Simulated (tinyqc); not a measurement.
# Trap density from the barrier height

Inverse problem. In a partly depleted grain with all boundary traps filled, 2 N W = Qt and VB = q N W^2/(2 eps0 eps_r). Find Qt, W and the doping at which VB would equal Vt.

Inputs (values chosen for the exercise):

| symbol | value | unit | meaning |
|---|---|---|---|
| T | 300 | K | temperature |
| eps_r | 11.7 |  | relative permittivity |

Constants: q = 1.602176634e-19 C, kB = 1.380649e-23 J/K, Vt = kB T/q, eps0 = 8.8541878128e-14 F/cm where lengths are in cm. Results are converted to the units shown.

doping = 6.9e17 cm^-3
barrier height = 0.090778235 V

Answer. Eliminating W gives VB = q Qt^2/(8 eps0 eps_r N), which falls as 1/N.

Qt = 1.80e12 cm^-2
W = 13.0 nm
doping for VB = Vt = 2.42e18 cm^-3

Program tinyqc, `OMP_NUM_THREADS=1 python tinyqc.py 2830112 2830113 out.jsonl`; Intel Xeon 2.30GHz, shared host, one thread, about 0.01 s.
